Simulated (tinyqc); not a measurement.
Worked calculation: Hubbard ring of 6 sites. One step of it, computed by the program tinyqc.

Question. Mean-field iteration 3. H(up) = T + U n(down), H(down) = T + U n(up); fill the lowest levels; n(new) = n + mixing (n(out) - n); E = tr T (rho up + rho down) + U sum n_up n_down of the output.

one-body matrix (hopping and site energies) (eV), order 1, 2, 3, 4, 5, 6:
$$\begin{pmatrix}
0.860000 & -0.520000 & 0.000000 & 0.000000 & 0.000000 & -0.520000 \\
-0.520000 & -0.360000 & -0.520000 & 0.000000 & 0.000000 & 0.000000 \\
0.000000 & -0.520000 & -0.810000 & -0.520000 & 0.000000 & 0.000000 \\
0.000000 & 0.000000 & -0.520000 & -0.050000 & -0.520000 & 0.000000 \\
0.000000 & 0.000000 & 0.000000 & -0.520000 & -0.400000 & -0.520000 \\
-0.520000 & 0.000000 & 0.000000 & 0.000000 & -0.520000 & 0.350000
\end{pmatrix}$$

U = 10.000000 eV

electrons, up and down: [1, 1]

mixing = 1

n(up) after iteration 2: 1 0.035828, 2 0.000791, 3 0.002141, 4 0.034294, 5 0.654703, 6 0.272243

n(down) after iteration 2: 1 0.075032, 2 0.030864, 3 0.001186, 4 0.097155, 5 0.469470, 6 0.326294

Give: levels, up; levels, down; energy; n(up) after iteration 3; n(down) after iteration 3.

Answer.

levels, up (eV): [-1.1896, 0.0120, 0.9991, 1.6424, 3.4731, 4.6531]

levels, down (eV): [-1.2904, -0.2770, 0.4933, 1.2531, 3.1327, 6.2783]

energy = 2.8196 eV

n(up) after iteration 3: 1 0.0069, 2 0.1891, 3 0.7553, 4 0.0482, 5 0.0005, 6 0.0001

n(down) after iteration 3: 1 0.0118, 2 0.2587, 3 0.6547, 4 0.0742, 5 0.0004, 6 0.0002
